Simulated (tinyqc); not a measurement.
## MOSFET in the linear regime without short-channel effects, parameter extraction from computed curves: extraction methods against the temperature

Inversion charge Q = Cox n Vt W0(exp((Vg - VT)/(n Vt))), W0 the Lambert function and n = nf; u = Q/Cox; mobility mu = mu0/(1 + th1 u + th2 u^2); channel resistance Rch = (L - dL)/(W mu Q); Id = Vd/(Rch + Rsd/W). Cox = eps0 eox/tox. Small Vd, no channel-length or drain effects.

From the continuous curve Id(Vg): tangent at peak gm (V_ext = Vg - Id/gm); constant current Id = 0.1 uA W/L; peak of d2Id/dVg2; Y = Id/sqrt(gm) drawn through Vg = VT + 0.6 and VT + 0.8 V, with intercept VT_Y and slope s. Mobilities gm,max L/(W Cox Vd) and s^2 L/(W Cox Vd) with the drawn L. Last column: share of Rsd/W in the total resistance at VT + 0.8 V.

Inputs (values chosen for the exercise); channel values of the order met in silicon transistors: relative permittivity of the gate insulator (close to silicon dioxide) eox = 3.9; insulator thickness tox = 5.5 nm; low-field mobility mu0 = 200 cm^2/(V s); first mobility attenuation factor th1 = 0.17 1/V; second mobility attenuation factor th2 = 0 1/V^2; threshold voltage VT = 0.65 V; body factor nf = 1.41; gate width W = 10 um; drawn gate length L = 0.65 um; drawn less effective length dL = 0.016 um; source plus drain resistance Rsd = 120 ohm um; drain voltage Vd = 0.05 V.

Constants: q = 1.602176634e-19 C, kB = 1.380649e-23 J/K, Vt = kB T/q, eps0 = 8.8541878128e-14 F/cm where lengths are in cm. Results are converted to the units shown.

Extraction methods against the temperature:
columns A: T (K); B: V_ext (V); C: constant current (V); D: second derivative (V); E: VT_Y (V); F: mobility from gm (cm^2/(V s)); G: mobility from Y (cm^2/(V s)); H: series share (%)
```
A        B      C      D      E    F    G     H
77   0.662  0.670  0.648  0.676  182  199  1.57
110  0.665  0.668  0.647  0.682  178  197  1.55
150  0.667  0.663  0.646  0.687  174  194  1.52
220  0.670  0.651  0.644  0.693  169  188  1.49
300  0.671  0.635  0.641  0.696  163  182  1.45
370  0.671  0.618  0.639  0.696  159  177  1.42
450  0.669  0.597  0.635  0.694  156  171  1.40
```

The model has VT = 0.65 V and mu0 = 200 cm^2/(V s). Over the table the extracted thresholds move by 8.8 mV (tangent), 73 mV (constant current), 12 mV (second derivative), 21 mV (Y function). The mobility from gm falls from 182 to 156 and that from Y falls from 199 to 171 cm^2/(V s).

tinyqc, about 0.02 s, one thread, Intel Xeon 2.30GHz (shared host): `OMP_NUM_THREADS=1 python tinyqc.py 2210091 2210092 out.jsonl`
